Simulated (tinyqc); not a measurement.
Polytypes and stacking faults of a tetrahedral semiconductor in an axial Ising model with couplings up to third neighbours: one step, computed by the program tinyqc. Command: `OMP_NUM_THREADS=1 python tinyqc.py 3025675 3025676 out.jsonl polytype walk`. One thread of a shared host (Intel(R) Xeon(R) Processor @ 2.30GHz), about 0.01 s of CPU time with the checks.

Each double layer has s = +1 or -1 for the sense of its stacking step; E per pair of atoms = E0 - sum_n J_n <s_i s_(i+n)>, n = 1, 2, 3. Hexagonality h = (1 - <s_i s_(i+1)>)/2.

Task: Stacking-fault energies. Faults in 3C: the sequences intrinsic (-), extrinsic (--), twin boundary (+ turns to -) are put between perfect repeats; k_n = (layers x C_n of the host) - sum_i s_i s_(i+n). gamma = sum k_n J_n/A, A = (sqrt 3/2) a^2; 1 meV/angstrom^2 = 16.02177 mJ/m^2.

Inputs (values chosen for the exercise, for a model crystal):

| quantity | value | unit |
|---|---|---|
| J1 | 2.02 | meV/pair |
| J2 | -0.0923 | meV/pair |
| J3 | 0.05 | meV/pair |
| basal lattice constant a | 3.82 | angstrom |

Host polytype: 3C.

fault coefficients k_n:
```
               J1  J2  J3
intrinsic       4   4   4
extrinsic       4   8   8
twin boundary   2   4   6
```

Constants: 1 eV/angstrom^2 = 16.02176634 J/m^2.

Give: gamma; energy of the glide fault, intrinsic.

Result:

gamma (mJ/m^2): intrinsic 10.03, extrinsic 9.81, twin boundary 5.03

energy of the glide fault, intrinsic = 10.03 mJ/m^2

The cheapest is the twin boundary fault.
